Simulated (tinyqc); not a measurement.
From results back to parameters: deep level as a short-range spherical well. Three cases, with inputs chosen for the exercise.

Problem. In the Lucovsky model sigma goes as (h nu - Et)^(3/2)/(h nu)^3. The ratio of the cross-sections at h1 and h2 was computed from a hidden Et.

Case 1.

Values chosen (out of a larger set: near those of GaN; not measured data): h1 = 0.336 eV (first photon energy); h2 = 0.522 eV (second photon energy).

sigma(h1)/sigma(h2) = 0.331993

Case 2.

Values chosen (out of a larger set: near those of GaAs; not measured data): h1 = 0.784 eV (first photon energy); h2 = 0.911 eV (second photon energy).

sigma(h1)/sigma(h2) = 0.854335

Case 3.

Values chosen (out of a larger set: near those of 4H SiC; not measured data): h1 = 0.739 eV (first photon energy); h2 = 1.274 eV (second photon energy).

sigma(h1)/sigma(h2) = 0.476339

Find: y = (h1 - Et)/(h2 - Et); Et.

Solution. y = [ratio (h1/h2)^3]^(2/3), and Et = (h1 - y h2)/(1 - y): the plot of (sigma (h nu)^3)^(2/3) against h nu is a line through Et.

Case 1.

y = (h1 - Et)/(h2 - Et) = 0.1987
Et = 0.290 eV

Case 2.

y = (h1 - Et)/(h2 - Et) = 0.6668
Et = 0.530 eV

Case 3.

y = (h1 - Et)/(h2 - Et) = 0.2052
Et = 0.601 eV

Computed by tinyqc, one run a case: `OMP_NUM_THREADS=1 python tinyqc.py N N+1 out.jsonl` with N = 1282103, 1282187, 1282627; one thread of a shared Intel(R) Xeon(R) Processor @ 2.30GHz, about 0.01 s a run at most.
